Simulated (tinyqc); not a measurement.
Grain growth, pinning, strength and diffusional creep of a polycrystal or thin film: one step, computed by the program tinyqc. Command: `OMP_NUM_THREADS=1 python tinyqc.py 3022571 3022572 out.jsonl grain walk`. One thread of a shared host (Intel(R) Xeon(R) Processor @ 2.30GHz), about 0.01 s of CPU time with the checks.

One mean grain size d describes the structure.

Question. Grain size after the anneal. dd/dt = 2 M gamma (1/d - 1/d_lim) integrates to 2 M gamma t = d_lim (d0 - d) + d_lim^2 ln[(d_lim - d0)/(d_lim - d)]; without pinning d^2 = d0^2 + 4 M gamma t.

Inputs (values chosen for the exercise, for a model solid): boundary energy gamma = 0.28 J/m^2; anneal temperature T = 685 K; anneal time t = 17 s; initial grain size d0 = 64 nm.

mobility M = 1.816572e-14 m^4/(J s)

limit d_lim = 463.3086 nm

Give: size without pinning; grain size d.

Answer.

size without pinning = 591.58 nm

grain size d = 371.42 nm

Pinning holds d to 63 % of the free value.
